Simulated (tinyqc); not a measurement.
Worked calculation: donor level screened by free carriers (Yukawa potential). Values are carried at full precision from step to step, so a last printed digit may differ when a step is redone from the rounded ones.

Screening wave number: Debye ks^2 = 4 pi q n/(eps kB T); Thomas-Fermi ks^2 = 6 pi q n/(eps EF) with EF = c (3 pi^2 n/gv)^(2/3)/m, c = hbar^2/2m0; the two are joined by 1/ks^2 = sqrt(1/ks_D^4 + 1/ks_TF^4). 1e18/cm^3 = 1e-6/angstrom^3, q = e^2/(4 pi eps0).

Constants: e^2/(4 pi eps0) = 14.39964547 eV angstrom; kB = 8.617333262e-05 eV/K; hbar^2/2m0 = 3.80998211 eV angstrom^2; Ry = 13.60569312 eV; a0 (Bohr radius) = 0.5291772105 angstrom.

Inputs chosen for the exercise (near those of a donor in Si, with one mean mass; shifted at random, so the results belong to these values and not to a real crystal): m = 0.302 m0 (mass); eps = 11.7 (dielectric constant); gv = 6 (valleys); T = 300 K (temperature); n = 0.36 x 1e18/cm^3 (free-carrier density).

## Units and screening length

Give Ry* = Ry m/eps^2, a* = a0 eps/m, EF, the three values of ks, and x = ks a*.

Ry* = 30.016 meV
a* = 20.50 angstrom
EF = 1.85 meV

ks: Debye, Thomas-Fermi, joined (1/angstrom): 0.01468  0.06718  0.01467

x = 0.3007

EF/kB T = 0.07, so the Debye value, the smaller one, controls the screening.

## One-parameter trial function

Potential -(q/(eps r)) exp(-ks r), q = e^2/(4 pi eps0). In units Ry* = Ry m/eps^2 and a* = a0 eps/m the problem is [-Laplacian - 2 exp(-x r)/r] psi = E psi with x = ks a*.

For exp(-z r): E(z) = z^2 - 8 z^3/(2z + x)^2 in Ry*. Scan z = 0.5, 0.6, ..., 1.1, then minimise; first order gives -1 + 2x.

Scan (Ry*):
```
z    kinetic  potential        E
0.5   0.2500    -0.5911  -0.3411
0.6   0.3600    -0.7673  -0.4073
0.7   0.4900    -0.9487  -0.4587
0.8   0.6400    -1.1338  -0.4938
0.9   0.8100    -1.3216  -0.5116
1.0   1.0000    -1.5114  -0.5114
1.1   1.2100    -1.7027  -0.4927
```

best z = 0.949
E = -0.5138 Ry*
binding = 15.42 meV

First order in x would give -0.399 Ry*, a rigid shift by q ks/eps; it overstates the loss of binding by 0.115 Ry*.

## Converged levels

Converged values use 18 functions exp(-z r), z = 1.55^i, i = -11 to 6: S = 2/A^3, H = z_i z_j S - 2/(A + x)^2, A = z_i + z_j.

The 1s and 2s levels and the mean radius.

1s = -0.5144 Ry*
binding = 15.44 meV
<r> = 33.0 angstrom
second root = -0.0002 Ry*

The trial function misses by 0.0006 Ry*. Screening leaves 51 % of the bare binding, 0.60 kB T. 2s is still bound.

## Checks

- 1s at x = 0.5 against the known -0.29623 Ry*: both -0.29623.
- 1s at x = 0 against -1: both -1.00000.

Computed by tinyqc, a small Python program: `OMP_NUM_THREADS=1 python tinyqc.py 1252633 1252634 out.jsonl` (the numbers bound the seed that draws the inputs); one thread of a shared host (Intel(R) Xeon(R) Processor @ 2.30GHz), about 0.02 s for the whole set of steps.
